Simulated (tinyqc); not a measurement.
Inside a calculation. Model: charge control and current of a heterostructure field-effect transistor. Computed by tinyqc, a small Python program that keeps every step. Command: `OMP_NUM_THREADS=1 python tinyqc.py 3022745 3022746 out.jsonl hemt walk`. One thread of a shared host (Intel(R) Xeon(R) Processor @ 2.30GHz), about 0.01 s of CPU time with the checks. Intermediate numbers are printed to about 5 digits and carried at full precision; extremes and crossings named in words are read from the listed rows.

Two subbands in a triangular well; E_F is counted from the conduction band edge of the channel at the interface.

Inputs (values chosen for the exercise, modelled on AlGaAs/GaAs):
```
quantity                                  value    unit
channel mass m                             0.07     m_0
permittivity eps (barrier and channel)     12.8       -
barrier thickness d                          19      nm
Schottky barrier phi_B                     0.99      eV
conduction band offset dE_c                0.15      eV
delta-doping density N_d                5.1e+12  1/cm^2
gate voltage V_G                              0       V
temperature T                                77       K
mixing                                        1       -
iteration cap                                 3       -
spacer between delta layer and channel      3.7      nm
```

Charge source: delta doping. Velocity law: two-piece.

Constants: e = 1.602176634e-19 C; eps_0 = 8.8541878128e-12 F/m; k_B = 8.617333262e-05 eV/K; hbar = 1.054571817e-34 J s; m_0 = 9.1093837015e-31 kg; k_B = 1.380649e-23 J/K.

## Threshold and barrier capacitance

Threshold V_T = phi_B - dE_c - e N_d (d - spacer)/(eps eps_0) (in volts); C_b = eps eps_0/d.

threshold voltage V_T = -0.26310 V

barrier capacitance C_b = 0.59649 microfarad/cm^2

The device is normally on.

## First iteration

Charge control: n_s = C_b (V_G - V_T - E_F/e)/e. Well: mean field F = e n_s/(2 eps eps_0), E_i = (hbar^2/2m)^(1/3) [(3 pi e F/2)(i + 3/4)]^(2/3), i = 0, 1; n_s = D k_B T sum_i ln(1 + exp((E_F - E_i)/k_B T)), D = m/(pi hbar^2), which is solved in closed form for E_F. Iteration from n_s = C_b (V_G - V_T)/(2e): E_F from n_s, n_out from the charge control, n_new = n_s + mixing (n_out - n_s), kept above n_s/10; stop when |n_out/n_s - 1| < 1e-9.

starting n_s = 4.8976e+11 1/cm^2

E_0 = 43.352 meV

E_1 = 76.266 meV

E_F = 59.027 meV

n_out = 7.5975e+11 1/cm^2

## Sheet density

The formulas are those given above.

Course of the iteration:
```
iteration  n_s (1/cm^2)  E_F (meV)  |n_out/n_s - 1|
1            4.8976e+11     59.027          0.55129
2            7.5975e+11     83.548          0.12016
3            6.6846e+11     75.564          0.04447
```

sheet density n_s = 6.6846e+11 1/cm^2

The cap of 3 iterations was reached with a mismatch of 0.044, far above the stop rule.

Reruns converge with iteration cap = 200; or with iteration cap = 200, mixing = 0.3.
